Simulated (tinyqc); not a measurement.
Vacuum evaporation: vapour pressure, source flux, thickness distribution, purity and step coverage: one step, computed by the program tinyqc.

Molecular flow, unit sticking of the metal, no re-evaporation. The background gas is taken as water vapour (18.015 g/mol, collision diameter 0.37 nm) at 300 K.

Task: Offset source and rotation. Rotating wafer, source offset by s and facing upwards: thickness at radius r is the mean over the angle a of (1 + (r^2 + s^2 - 2 r s cos a)/h^2)^(-(n + 3)/2), by 360 equal steps; non-uniformity (max - min)/(max + min) over 21 radii from 0 to R.

Inputs (values chosen for the exercise, modelled on germanium, with constants for the liquid):
```
quantity,value,unit
directionality n,3,-
source-to-wafer distance h,54,cm
wafer radius R,15,cm
source offset from the axis s/h,0.67,-
```

Give: centre thickness relative to an axial source; edge over centre, rotating; non-uniformity, rotating.

Result:

centre thickness relative to an axial source = 0.32876

edge over centre, rotating = 1.0274

non-uniformity, rotating = 1.3497 %
